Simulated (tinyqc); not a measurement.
Worked calculation: lattice vibrations of a chain. Computed by tinyqc, a small Python program that keeps every step. Command: `OMP_NUM_THREADS=1 python tinyqc.py 30094 30095 out.jsonl` (the two numbers bound the seeds that draw the settings). One thread of a shared host (Intel(R) Xeon(R) Processor @ 2.60GHz), about 0.01 s of CPU time with the checks.

## Dynamical matrix at q = 0.09

A chain moving along its axis:
```
atom,mass (u),spring to the next atom (eV/angstrom^2)
1,90.1000,21.1000
2,119.4000,13.0000
3,89.6000,2.8000
4,20.2000,25.1000
```

q is in units of 2 pi/a. A spring k from atom i to atom j, n cells on, adds k to Phi_ii and Phi_jj, -k exp(2 pi i q n) to Phi_ij and the conjugate to Phi_ji (for one atom a cell: 2k (1 - cos 2 pi q n)); D_ij = Phi_ij / sqrt(m_i m_j).

D(q) (eV/(angstrom^2 u)):
```
,1,2,3,4
1,0.5128,-0.2034,0.0000,-0.4968+0.3153i
2,-0.2034,0.2856,-0.1257,0.0000
3,0.0000,-0.1257,0.1763,-0.0658
4,-0.4968-0.3153i,0.0000,-0.0658,1.3812
```

## Frequencies

omega^2 are the eigenvalues; wavenumber = 521.4708 sqrt(eigenvalue) 1/cm.

eigenvalues: 0.0019  0.2115  0.4553  1.6872

wavenumbers (1/cm): 22.7  239.8  351.9  677.3

weights |e|^2 of the mass-weighted modes:
```
,mode 1,mode 2,mode 3,mode 4
atom 1,0.2825,0.2897,0.2199,0.2079
atom 2,0.3766,0.0202,0.5984,0.0049
atom 3,0.2786,0.6359,0.0837,0.0019
atom 4,0.0624,0.0542,0.0981,0.7853
```

## Dispersion and heat capacity

C/k_B per atom = mean over q = (j + 1/2)/80, j = 0..39 and all branches of y^2 e^y/(e^y - 1)^2, y = hc wavenumber / k_B T.

Wavenumbers (1/cm):
```
q,branch 1,branch 2,branch 3,branch 4
0.0000,0.0000,242.1418,350.9736,677.3663
0.0625,15.8250,241.0160,351.4106,677.3565
0.1250,31.3570,237.7823,352.6229,677.3283
0.1875,46.2650,232.8400,354.3569,677.2862
0.2500,60.1329,226.7827,356.2930,677.2364
0.3125,72.3997,220.3686,358.1264,677.1867
0.3750,82.2997,214.5304,359.6098,677.1444
0.4375,88.8731,210.3475,360.5683,677.1161
0.5000,91.1986,208.8112,360.8991,677.1062
```

Heat capacity:
```
T (K),C/k_B per atom
20,0.0965
50,0.2139
100,0.3860
200,0.6421
300,0.7831
600,0.9304
1200,0.9813
```

zero-point energy per atom = 20.3800 meV
